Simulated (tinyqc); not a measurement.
What each parameter does: delta-doped layer in the Thomas-Fermi potential.

All donors ionised in the plane z = 0, zero temperature, energies from the Fermi level EF of the Thomas-Fermi model, which lies at the bulk band edge; c = hbar^2/2m0, q = e^2/(4 pi eps0). Layer in a (001) plane: two valleys with m_z = ml, m_d = mt (unprimed) and four with m_z = mt, m_d = sqrt(ml mt) (primed); m3 = (ml mt^2)^(1/3), gv = 6. With n = (gv/3 pi^2)(m3 (-V)/c)^(3/2) and V'' = -(4 pi q/eps) n for z > 0, the solution is V = -b/(|z| + z0)^4 with sqrt(b) = 20/K, K = (4 pi q/eps)(gv/3 pi^2)(m3/c)^(3/2), and z0^5 = 4b/(e F0), e F0 = 2 pi q N/eps; 1e13/cm^2 = 1e-3/angstrom^2. Exchange and correlation are left out.

Subbands solve -(c/m_z) psi'' + V psi = E psi on 1280 points of spacing z0/80; up to ten levels for each group, kept if bound with an rms width below 2.5 z0.

Constants: hbar^2/2m0 = 3.80998211 eV angstrom^2; e^2/(4 pi eps0) = 14.39964547 eV angstrom.

Inputs chosen for the exercise (near those of a delta-doped layer in Si; shifted at random, so the results belong to these values and not to a real crystal):
```
symbol  value  unit         meaning
ml      0.901  m0           longitudinal mass
mt      0.193  m0           transverse mass
eps     12                  dielectric constant
N       2.9    x 1e13/cm^2  donor sheet density
```

z0, depth, lowest level and its rms width.

One parameter was then changed.

Results before and after:
```
case     z0 (angstrom)  depth (eV)  lowest (eV)  rms z (angstrom)
base             26.44      0.1445      -0.0578              8.20
changed          29.28      0.0960      -0.0360             10.11
```

Which of these changes was made? (a) N = 1.74 x 1e13/cm^2; (b) mt = 0.164 m0; (c) eps = 10.8; (d) ml = 1.036 m0.

Answer: (a) N = 1.74 x 1e13/cm^2. Of the candidates, run in turn, only this one gives the changed row.

All candidates:
```
case                  z0 (angstrom)  depth (eV)  lowest (eV)  rms z (angstrom)
base                          26.44      0.1445      -0.0578              8.20
N = 1.74 x 1e13/cm^2          29.28      0.0960      -0.0360             10.11
eps = 10.8                    24.82      0.1507      -0.0587              8.04
ml = 1.036 m0                 25.71      0.1405      -0.0572              7.75
mt = 0.164 m0                 28.22      0.1542      -0.0654              7.92
```

(tinyqc, `OMP_NUM_THREADS=1 python tinyqc.py 1281797 1281798 out.jsonl`, Intel(R) Xeon(R) Processor @ 2.30GHz, 1 thread, shared host, about 0.2 s.)
